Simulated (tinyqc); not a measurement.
Inside a calculation. Model: ellipsometry and reflectance of a transparent film on an absorbing substrate.

Computed by the program tinyqc: `OMP_NUM_THREADS=1 python tinyqc.py 2870161 2870162 out.jsonl`, one thread of a shared Intel Xeon 2.30GHz, about 0.01 s for the whole run. Printed values are rounded.

Air (index 1), film, substrate with N2 = n2 - i k2; time factor exp(+i w t). q_j = sqrt(N_j^2 - sin^2 th), root with positive real part. Fresnel coefficients r_s = (q_a - q_b)/(q_a + q_b), r_p = (N_b^2 q_a - N_a^2 q_b)/(N_b^2 q_a + N_a^2 q_b). tan(Psi) exp(i Delta) = R_p/R_s, Delta taken from 0 to 360 degrees.

Values chosen for this exercise; indices close to those of silicon nitride on silicon:
```
symbol  value     unit                                  meaning
lam       405       nm                               wavelength
th         60  degrees                       angle of incidence
n1      2.038                     index of the transparent film
d         1.5       nm                           film thickness
n2       5.42                            index of the substrate
k2      0.329           extinction coefficient of the substrate
```

## Interface coefficients and thickness period

q0, q1, q2 and the coefficients r01 and r12 for p and s; the results repeat in d with the period lam/(2 q1).

q0 = 0.5
q1 = 1.84484
q2 = 5.35063-0.33327i
r01,p = 0.0591293
r01,s = -0.573532
r12,p = 0.419391-0.024342i
r12,s = -0.488319+0.023699i
period = 109.765 nm

## Psi, Delta and reflectances

beta = 2 pi d q1/lam, X = exp(-2 i beta), R = (r01 + r12 X)/(1 + r01 r12 X) for p and s.

beta = 0.0429314 rad
X = 0.996316-0.085757i
R_p = 0.463693-0.057162i
R_s = -0.828747+0.026889i
Psi = 29.3991 degrees
Delta = 174.831 degrees
|R_p|^2 = 0.218278
|R_s|^2 = 0.687544

The bare substrate gives Psi = 29.40 and Delta = 177.84 degrees.
